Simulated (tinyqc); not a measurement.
Potential step from the flux.

Problem. On one interval J = (q mu Vt/hx) [nb B(d) - na B(-d)], B(d) = d/(exp(d) - 1), d = (psi_b - psi_a)/Vt. Find psi_b - psi_a, and the step at which J would vanish.

Values chosen for this exercise: temperature T = 273 K; electron mobility mu = 1010 cm^2/(V s); density at the left node na = 2.9e13 cm^-3; density at the right node nb = 1.3e14 cm^-3; node spacing hx = 26 nm.

Constants: q = 1.602176634e-19 C, kB = 1.380649e-23 J/K, Vt = kB T/q. Results are converted to the units shown.

J = -248.50322 A/cm^2

Solution. B(d) falls and B(-d) rises with d, so J falls steadily with the step and one value matches. J = 0 needs nb/na = exp(d), the Boltzmann ratio.

psi_b - psi_a = 0.139 V
step for J = 0 = 0.0353 V

Computed by the program tinyqc: `OMP_NUM_THREADS=1 python tinyqc.py 2220130 2220131 out.jsonl`, one thread of a shared Intel Xeon 2.30GHz, about 0.01 s for the whole run.
